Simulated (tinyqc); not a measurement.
Hubbard ring of 3 sites, step by step. One step of it, computed by the program tinyqc.

Task: Mean-field iteration 3. H(up) = T + U n(down), H(down) = T + U n(up); fill the lowest levels; n(new) = n + mixing (n(out) - n); E = tr T (rho up + rho down) + U sum n_up n_down of the output.

one-body matrix (hopping and site energies) (eV), lower triangle:
```
           1          2         3
1   0.000000
2  -1.730000   0.000000
3  -1.730000  -1.730000  0.000000
```

U = 3.600000 eV

electrons, up and down: 2  1

mixing = 1

n(up) after iteration 2: 1 0.707368, 2 0.359801, 3 0.932831

n(down) after iteration 2: 1 0.472654, 2 0.214960, 3 0.312386

Give: levels, up; levels, down; energy; n(up) after iteration 3; n(down) after iteration 3.

Result:

levels, up (eV): -2.2875  2.6680  3.2195

levels, down (eV): -1.2023  3.6299  4.7724

energy = -2.4594 eV

n(up) after iteration 3: 1 0.2985, 2 0.9384, 3 0.7631

n(down) after iteration 3: 1 0.2909, 2 0.4885, 3 0.2206
